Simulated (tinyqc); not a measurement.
Small-signal admittance of a forward-biased p+-n diode: two steps of the calculation.

Holes injected into a neutral base of width wb with an ohmic contact at its end; low injection, p0 far above the equilibrium density. A small voltage v exp(i w t), w = 2 pi f, modulates the edge density by p0 v/Vt, and the small-signal density obeys Dp d2p/dx2 = (1/tau + i w) p.

Parameters, values chosen for the exercise; permittivity close to that of germanium: temperature T = 350 K; relative permittivity eps_r = 16; donor density of the base Nd = 3.1e16 cm^-3; hole diffusion coefficient Dp = 50 cm^2/s; hole lifetime tau = 4e-8 s; width of the neutral base wb = 21 um; excess hole density at the junction edge p0 = 3.7e14 cm^-3; acceptor density of the p+ side Na = 4e19 cm^-3; signal frequency f = 5.6e6 Hz.

Constants: q = 1.602176634e-19 C, kB = 1.380649e-23 J/K, Vt = kB T/q, eps0 = 8.8541878128e-14 F/cm where lengths are in cm. Results are converted to the units shown.

Problem 1. Closed-form admittance. L = sqrt(Dp tau); direct current J = (q Dp p0/L) coth(wb/L); k = sqrt(1 + i w tau)/L; diffusion admittance Y = (q Dp p0/Vt) k coth(k wb) = G + i w C_diff; junction capacitance C_j = sqrt(q eps0 eps_r Nd/(2 Vr)) in the depletion approximation, with the remaining barrier Vr = Vt ln(Na/p0), a rough value under forward bias; base-width modulation is left out.

Give: L; J; k wb; Y; C_diff; C_j.

Solution 1.

L = 14.14 um
J = 2.323 A/cm^2
k wb = 1.734+0.895i
Y = 82.41+36.37i S/cm^2
C_diff = 1.034 uF/cm^2
C_j = 0.1003 uF/cm^2

G is 1.07 times its low-frequency value J/Vt, and C_diff is 10.3 times C_j.

Problem 2. The same by finite differences. 7 equal intervals, h = wb/7; u = small-signal density over its edge value, u_0 = 1, u_7 = 0; u_(i-1) + b u_i + u_(i+1) = 0 with b = -2 - h^2 (1/tau + i w)/Dp; Y = (q Dp p0/(Vt h)) (-b/2 - u_1), which includes the half box at the edge.

Wanted: b; u; Y on the mesh.

Solution 2.

b = -2.045-0.063i

| node | u |
|---|---|
| 1 | 0.7702-0.0820i |
| 2 | 0.5802-0.1189i |
| 3 | 0.4238-0.1244i |
| 4 | 0.2945-0.1086i |
| 5 | 0.1852-0.0791i |
| 6 | 0.0893-0.0415i |

Y on the mesh = 82.66+37.23i S/cm^2

tinyqc, about 0.01 s, one thread, Intel Xeon 2.30GHz (shared host): `OMP_NUM_THREADS=1 python tinyqc.py 2890209 2890210 out.jsonl`
